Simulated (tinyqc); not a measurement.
Trench capacitor in an array: capacitance, non-linearity, leakage and relaxation: two steps of the calculation.

A film between two metal electrodes, each interface adding a series capacitance ci. The small-signal permittivity is ek (1 + aq E^2); the field is found with the linear permittivity. Leakage J = J0 sinh(E/Ef). After a voltage step the film passes a relaxation current kr C V tt^(-nr), tt being the time in seconds. The sidewall is a coaxial capacitor with radii a = dm/2 - t and b = dm/2, depth AR dm; the end face is left out.

Inputs (values chosen for the exercise); permittivity of the order of that of silicon nitride:

| symbol | value | unit | meaning |
|---|---|---|---|
| ek | 7.08 |  | relative permittivity of the film |
| t | 8.9 | nm | film thickness |
| ci | 180 | uF/cm^2 | capacitance of each electrode interface (dead layer and screening) |
| aq | 0.0021 | cm^2/MV^2 | quadratic field coefficient of the permittivity |
| V | 2.5 | V | bias |
| J0 | 2.8e-11 | A/cm^2 | leakage prefactor |
| Ef | 0.25 | MV/cm | field for an e-fold rise of the leakage |
| dm | 82 | nm | diameter of the hole |
| AR | 50 |  | aspect ratio, depth over diameter |
| pt | 160 | nm | pitch of the square array |
| rho | 1000 | uohm cm | resistivity of the inner electrode |

Constants: eps0 = 8.8541878128e-14 F/cm where lengths are in cm. Results are converted to the units shown.

Question 1. Planar capacitance, field and non-linearity. Planar film: Cf = eps0 ek/t, 1/C = 1/Cf + 2/ci, EOT = 3.9 eps0/C, effective permittivity C t/eps0, E = (V/t) C/Cf; quadratic coefficient [C(V)/C - 1]/V^2 with Cf (1 + aq E^2) in C(V).

Find: Cf; C; EOT; effective permittivity; E; quadratic coefficient; J.

Answer 1.

Cf = 0.7044 uF/cm^2
C = 0.6989 uF/cm^2
EOT = 4.941 nm
effective permittivity = 7.025
E = 2.787 MV/cm
quadratic coefficient = 2590 ppm/V^2
J = 9.726e-7 A/cm^2

The interfaces take 0.777 % of the voltage.

Question 2. Cell capacitance, fields and time constant. Per length 1/c = ln(b/a)/(2 pi eps0 ek) + (1/a + 1/b)/(2 pi ci); cell capacitance c AR dm; per footprint over pt^2; fields c V/(2 pi eps0 ek r) at r = a and b; resistance of the inner electrode rho AR dm/(pi a^2); time constant R C/3 of the distributed line.

Wanted: a; b; cell capacitance; capacitance per footprint; field at a; field at b; R; R C/3.

Answer 2.

a = 32.10 nm
b = 41.00 nm
cell capacitance = 6.547 fF
capacitance per footprint = 25.58 uF/cm^2
field at a = 3.158 MV/cm
field at b = 2.472 MV/cm
R = 12.67 kohm
R C/3 = 27.64 ps

The array gives 36.6 times the planar capacitance per footprint; curvature makes the field at the inner electrode 1.13 times the planar value.

Program tinyqc, `OMP_NUM_THREADS=1 python tinyqc.py 2102184 2102185 out.jsonl`; Intel Xeon 2.30GHz, shared host, one thread, about 0.01 s.
